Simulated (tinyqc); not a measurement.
## Effect of the position of a charge sheet

One sheet of 1.4e11 cm^-2 lies at the depth x from the gate; it shifts Vfb by -(q/eps0) Q s, with s = x/e2 in layer 2 and t2/e2 + (x - t2)/e1 in layer 1, and it induces the share s/(t1/e1 + t2/e2) of its image in the semiconductor.

Parameters, values chosen for the exercise:
```
symbol,value,unit,meaning
t1,0.8,nm,"thickness of layer 1, next to the semiconductor"
e1,8.96,,relative permittivity of layer 1
t2,3.4,nm,"thickness of layer 2, next to the gate"
e2,24.2,,relative permittivity of layer 2
```

Constants: q = 1.602176634e-19 C, eps0 = 8.8541878128e-14 F/cm where lengths are in cm. Results are converted to the units shown.

Result of one run:
```
shift (mV)  image in the semiconductor (%)
-2.198                               37.76
```

Which depth of the sheet x gave this result: 1.05, 2.1, 3.68 or 4.2 nm?

x = 2.1 nm.

The whole series:
```
x (nm)  shift (mV)  image in the semiconductor (%)
0                0                               0
0.53       -0.5548                           9.531
1.05        -1.099                           18.88
1.58        -1.654                           28.41
2.1         -2.198                           37.76
2.62        -2.743                           47.12
3.15        -3.298                           56.65
3.68        -4.351                           74.74
4.2         -5.821                           100.0
```

The shift grows from 0 at the gate to -5.82 mV at the semiconductor, by -1.05 mV/nm in layer 2 and -2.83 mV/nm in layer 1, the ratio of the permittivities. A sheet between the layers has 61.1 % of its full effect.

Computed by the program tinyqc: `OMP_NUM_THREADS=1 python tinyqc.py 2010070 2010071 out.jsonl`, one thread of a shared Intel Xeon 2.30GHz, about 0.01 s for the whole run.
